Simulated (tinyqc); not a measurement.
Resonant-tunnelling diode, transfer matrices and Tsu-Esaki current: two steps of the calculation.

Emitter (band edge 0), barrier d1, well Lw, barrier d2, collector (edge -V). The bias drops linearly over these layers and none in the contacts; each layer is cut into ns equal slices, flat at the value of their centres. E is the energy of motion across the layers, C = hbar^2/(2 m0), psi and psi'/m are continuous. Transport is coherent, T(E) is taken as independent of the transverse momentum, and charge in the well is ignored.

Inputs (values chosen for the exercise); masses and offsets close to those of GaN wells and AlGaN barriers:
- mw = 0.2 m0 (mass in the well, spacer and contacts)
- U1 = 0.59 eV (barrier height)
- m1 = 0.27 m0 (barrier mass)
- d1 = 0.9 nm (emitter barrier)
- Lw = 2.7 nm (well width)
- d2 = 0.8 nm (collector barrier)
- ns = 1 (slices in each layer)
- V = 0.067 V (bias of the collector)
- E = 0.08155 eV (trial energy)

Constants: q = 1.602176634e-19 C, hbar = 1.054571817e-34 J s, m0 = 9.1093837015e-31 kg, hbar^2/(2 m0) = 0.0380998212 eV nm^2. Results are converted to the units shown.

Problem 1. Slices under bias. U = edge of the layer - V x/Lt at the centre x of each slice, Lt the summed thickness.

Wanted: U; m; width.

Solution 1.

| slice | U (eV) | m (m0) | width (nm) |
|---|---|---|---|
| 0 | 0.5831 | 0.27 | 0.9000 |
| 1 | -0.0343 | 0.2 | 2.700 |
| 2 | 0.5291 | 0.27 | 0.8000 |

Problem 2. Running product of the slice matrices at the trial energy. For the pair (psi, psi'/m) a flat layer has M = [[cos kd, (m/k) sin kd], [-(k/m) sin kd, cos kd]] with k = sqrt(m (E - U)/C) above its edge U, and M = [[cosh Kd, (m/K) sinh Kd], [(K/m) sinh Kd, cosh Kd]] with K = sqrt(m (U - E)/C) below it. Later slices stand to the left. With M acting on (psi, psi'/m) and v = k/m in each lead, T(E) = 4 vL vR/[(vL vR M12 - M21)^2 + (vR M11 + vL M22)^2]. vL = sqrt(mw E/C)/mw, vR = sqrt(mw (E + V)/C)/mw.

| slice | U (eV) | m (m0) | width (nm) |
|---|---|---|---|
| 0 | 0.58314773 | 0.27 | 0.9 |
| 1 | -0.03426136 | 0.2 | 2.7 |
| 2 | 0.52909091 | 0.27 | 0.8 |

Give: Product after each layer; T(E).

Solution 2.

Product after each layer:

|  | M11 | M12 (nm) | M21 (1/nm) | M22 |
|---|---|---|---|---|
| barrier d1 | 2.8200 | 0.37760 | 18.412 | 2.8200 |
| well | 2.6280 | 0.43017 | -18.838 | -2.7031 |
| barrier d2 | 0.18564 | 0.14335 | -7.4778 | -0.38742 |

T(E) = 0.63233

tinyqc, about 0.05 s, one thread, Intel Xeon 2.30GHz (shared host): `OMP_NUM_THREADS=1 python tinyqc.py 2600119 2600120 out.jsonl`
